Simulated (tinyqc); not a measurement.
Worked calculation: CIS and TDHF on RHF in the sto-3g basis, for H6, spin multiplicity 1. One step of it, computed by the program tinyqc.

Question. TDHF (RPA) singlet states. B(ia,jb) = 2 (ia|jb) - (ib|ja); the squared energies are the eigenvalues of (A - B)(A + B); 1 hartree = 27.211386 eV.

CIS matrix A, singlet (hartree), order 1>4, 1>5, 1>6, 2>4, 2>5, 2>6, 3>4, 3>5, 3>6:
```
[[0.716223, 0.000000, 0.024679, 0.000000, 0.002345, 0.000000, 0.003369, 0.000000, 0.045740],
 [0.000000, 1.077445, 0.000000, 0.050851, 0.000000, 0.038024, 0.000000, 0.023072, 0.000000],
 [0.024679, 0.000000, 1.459039, 0.000000, 0.070624, 0.000000, -0.020446, 0.000000, 0.031237],
 [0.000000, 0.050851, 0.000000, 0.616620, 0.000000, 0.024400, 0.000000, -0.035112, 0.000000],
 [0.002345, 0.000000, 0.070624, 0.000000, 0.984175, 0.000000, 0.056025, 0.000000, 0.005589],
 [0.000000, 0.038024, 0.000000, 0.024400, 0.000000, 1.380908, 0.000000, 0.059343, 0.000000],
 [0.003369, 0.000000, -0.020446, 0.000000, 0.056025, 0.000000, 0.429972, 0.000000, 0.002526],
 [0.000000, 0.023072, 0.000000, -0.035112, 0.000000, 0.059343, 0.000000, 0.798289, 0.000000],
 [0.045740, 0.000000, 0.031237, 0.000000, 0.005589, 0.000000, 0.002526, 0.000000, 1.198800]]
```

Two-electron integrals over orbitals (pq|rs), unique and non-zero (hartree):
```
(11|11) 0.435617    (21|21) 0.132564    (22|11) 0.350644    (22|22) 0.384366
(31|11) -0.081225   (31|22) 0.030355    (31|31) 0.105425    (32|21) 0.104699
(32|32) 0.129749    (33|11) 0.373458    (33|22) 0.353267    (33|31) -0.023681
(33|33) 0.378189    (41|21) -0.050289   (41|32) 0.013395    (41|41) 0.079729
(42|11) -0.078959   (42|22) -0.011544   (42|31) 0.060088    (42|33) -0.004795
(42|42) 0.085593    (43|21) 0.082196    (43|32) 0.083558    (43|41) -0.010327
(43|43) 0.103966    (44|11) 0.379562    (44|22) 0.357571    (44|31) -0.024023
(44|33) 0.371667    (44|42) -0.017442   (44|44) 0.386857    (51|11) 0.004758
(51|22) 0.035940    (51|31) 0.032883    (51|33) -0.015515   (51|42) -0.028647
(51|44) -0.004963   (51|51) 0.054541    (52|21) 0.042136    (52|32) 0.001438
(52|41) -0.052900   (52|43) -0.033435   (52|52) 0.085290    (53|11) 0.083015
(53|22) 0.013922    (53|31) -0.063160   (53|33) 0.017153    (53|42) -0.079004
(53|44) 0.013869    (53|51) 0.020533    (53|53) 0.085453    (54|21) -0.108145
(54|32) -0.122896   (54|41) -0.002102   (54|43) -0.084646   (54|52) -0.005784
(54|54) 0.132286    (55|11) 0.370728    (55|22) 0.392172    (55|31) 0.017994
(55|33) 0.369086    (55|42) -0.018560   (55|44) 0.377965    (55|51) 0.033979
(55|53) 0.020689    (55|55) 0.420034    (61|21) 0.001877    (61|32) -0.023633
(61|41) -0.029739   (61|43) 0.040345    (61|52) -0.032536   (61|54) 0.020735
(61|61) 0.068368    (62|11) -0.006974   (62|22) -0.036964   (62|31) -0.030742
(62|33) 0.007012    (62|42) 0.023464    (62|44) 0.008918    (62|51) -0.048835
(62|53) -0.025364   (62|55) -0.036477   (62|62) 0.051238    (63|21) -0.050520
(63|32) 0.005815    (63|41) 0.073438    (63|43) -0.011964   (63|52) -0.052242
(63|54) -0.005784   (63|61) -0.028228   (63|63) 0.078290    (64|11) -0.084156
(64|22) 0.022529    (64|31) 0.101136    (64|33) -0.026455   (64|42) 0.062031
(64|44) -0.028228   (64|51) 0.029995    (64|53) -0.064695   (64|55) 0.020901
(64|62) -0.030485   (64|64) 0.110467    (65|21) -0.135695   (65|32) -0.110072
(65|41) 0.050869    (65|43) -0.087582   (65|52) -0.043869   (65|54) 0.116646
(65|61) -0.002346   (65|63) 0.055853    (65|65) 0.154173    (66|11) 0.466125
(66|22) 0.376673    (66|31) -0.087693   (66|33) 0.403587    (66|42) -0.086883
(66|44) 0.414153    (66|51) 0.005507    (66|53) 0.093864    (66|55) 0.408745
(66|62) -0.008571   (66|64) -0.097565   (66|66) 0.528198
```

Give: TDHF matrix B, singlet; squared energies w^2; TDHF energies from the positive w^2.

Answer.

TDHF matrix B, singlet (hartree), order 1>4, 1>5, 1>6, 2>4, 2>5, 2>6, 3>4, 3>5, 3>6:
```
[[0.0797, 0.0000, -0.0297, 0.0000, -0.0772, 0.0000, -0.0103, 0.0000, 0.1065],
 [0.0000, 0.0545, 0.0000, -0.0044, 0.0000, -0.0651, 0.0000, 0.0205, 0.0000],
 [-0.0297, 0.0000, 0.0684, 0.0000, -0.0162, 0.0000, 0.0073, 0.0000, -0.0282],
 [0.0000, -0.0044, 0.0000, 0.0856, 0.0000, 0.0235, 0.0000, -0.1246, 0.0000],
 [-0.0772, 0.0000, -0.0162, 0.0000, 0.0853, 0.0000, 0.0121, 0.0000, -0.0791],
 [0.0000, -0.0651, 0.0000, 0.0235, 0.0000, 0.0512, 0.0000, 0.0015, 0.0000],
 [-0.0103, 0.0000, 0.0073, 0.0000, 0.0121, 0.0000, 0.1040, 0.0000, -0.0120],
 [0.0000, 0.0205, 0.0000, -0.1246, 0.0000, 0.0015, 0.0000, 0.0855, 0.0000],
 [0.1065, 0.0000, -0.0282, 0.0000, -0.0791, 0.0000, -0.0120, 0.0000, 0.0783]]
```

squared energies w^2 (hartree^2): [0.1688, 0.3483, 0.4881, 0.6066, 0.9399, 1.1537, 1.4048, 1.9347, 2.1680]

TDHF energies from the positive w^2 (eV): [11.1810, 16.0600, 19.0111, 21.1934, 26.3817, 29.2280, 32.2526, 37.8495, 40.0668]
